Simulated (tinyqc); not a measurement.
Tamm state at the end of a one-band chain: one step. The bound state.

A half-infinite chain with site energy 0 and hopping -t, band E = -2t cos(ka); the end site has energy D. The surface Green function of the unperturbed half chain is g = (E -/+ sqrt(E^2 - 4t^2))/(2t^2), the root with |t g| <= 1 and Im g <= 0, and with the shift G = g/(1 - D g).

Parameters, chosen for this exercise: t = 1.57 eV (hopping); D = -2.69 eV (shift of the end site); a = 2.9 angstrom (spacing).

Question. Amplitudes z^n solve the chain for E = -t (z + 1/z); the end site demands z = -t/D, bound if |z| < 1. Then E = D + t^2/D, weight on the end site 1 - z^2, decay length -a/ln|z|.

Give: z; E; weight on the end site; decay length of the amplitude.

Answer.

z = 0.5836
E = -3.6063 eV
weight on the end site = 0.6594
decay length of the amplitude = 5.386 angstrom

The state lies 0.4663 eV below the band, and its amplitude keeps its sign from site to site.

Run: tinyqc, `OMP_NUM_THREADS=1 python tinyqc.py 1450279 1450280 out.jsonl`; Intel(R) Xeon(R) Processor @ 2.30GHz, one thread, shared host; about 0.01 s of CPU time with all checks.
